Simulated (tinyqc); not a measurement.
Comparisons within one model: hole subbands of a hard-walled well, four-band Luttinger model. A value that a table varies takes the place of the one given here.

Hole energies are counted downwards from the unstrained band edge, c = hbar^2/2m0. After the usual block transformation one block is H = [[P + Q - Zs, R - i S], [R + i S, P - Q + Zs]] in (heavy, light), with P +/- Q = c [(g1 +/- g2) k^2 + (g1 -/+ 2 g2) kz^2], R = sqrt(3) c gR k^2, S = 2 sqrt(3) c g3 k kz, kz = -i d/dz; axial approximation gR = (g2 + g3)/2. Zs = b (e_par - e_perp) is the shear part of the strain (the hydrostatic part shifts all levels alike and is left out). Basis sqrt(2/L) sin(n pi z/L), n = 1 to N, for each component: kz^2 gives (n pi/L)^2 and the heavy-light block is R delta_nm - 2 sqrt(3) c g3 k D_nm with D_nm = 4 n m/(L (n^2 - m^2)) for n + m odd, 0 otherwise. The other block has the same levels. The split-off band is left out.

Constants: hbar^2/2m0 = 3.80998211 eV angstrom^2.

Values chosen for the exercise (near those of GaSb; not measured data): g1 = 13.52 (Luttinger gamma1); g2 = 4.67 (gamma2); g3 = 5.96 (gamma3); L = 195 angstrom (well width along [001]); k = 0.0211 1/angstrom (wave vector in the plane); Zlist = (-0.023, -0.0136, -0.0058, -0.004, 0, 0.0061, 0.0112) eV (shear strain energies (negative: tension in the plane, for b < 0)).

## Which coupling does what

shear strain energy Zs = -0.013643 eV
N = 20, at the given k. Diagonal: R = S = 0. Along [100] and [110] gR is g2 and g3 instead of their mean.

Hole energies (meV):
```
model        E1     E2     E3     E4
diagonal  23.98  48.63  61.03  81.70
R alone   16.41  54.49  56.20  79.75
S alone   11.06  28.64  51.78  52.81
axial      6.45  26.10  48.43  58.54
[100]      7.44  26.67  48.85  57.65
[110]      5.39  25.46  48.00  59.44
```

What does this show, and why?

The couplings move E1 by -17.52 meV: R alone by -7.57, S alone by -12.91, so S matters more at k L/pi = 1.31 (R grows as k^2 and joins equal n, S as k and joins n of opposite parity). Warping spreads E1 by 2.05 meV between [100] and [110], the hole being heavier along [110]; the axial value lies between them.

## Strain

N = 20. dE is the rise of the top subband from k = 0 to k1 = pi/(4L), m1 = c k1^2/dE (dash if dE is not positive), and the heavy weight is taken at k = pi/L.

Top subband:
```
Zs (eV)  HH1 (meV)  LH1 (meV)  dE (meV)  heavy weight  m1 (m0)
-0.0230       27.1       -0.4     0.031         0.132    1.997
-0.0136       17.7        9.0    -0.378         0.242        -
-0.0058        9.9       16.8     0.794         0.411    0.078
-0.0040        8.1       18.6     0.832         0.461    0.074
0.0000         4.1       22.6     0.872         0.580    0.071
0.0061        -2.0       28.7     0.909         0.751    0.068
0.0112        -7.1       33.8     0.930         0.849    0.066
```

What can be read from the table?

HH1 and LH1 cross at Zs = -2 c g2 (pi/L)^2 = -0.0092 eV; for more negative Zs the light hole is on top. Among the rows with HH1 on top, m1 goes from 0.078 to 0.066 m0 as the splitting widens from 7 to 41 meV, against the unmixed 1/(g1 + g2) = 0.055: compression lightens the holes here. A dash marks a top subband whose hole energy at k1 lies below that at k = 0: an electron-like (negative) mass. m1 describes the neighbourhood of k = 0 only; where HH1 and LH1 lie close, the band may peak further out.

Program tinyqc; command `OMP_NUM_THREADS=1 python tinyqc.py 1250009 1250010 out.jsonl`; about 0.1 s on one thread of a shared Intel(R) Xeon(R) Processor @ 2.30GHz.
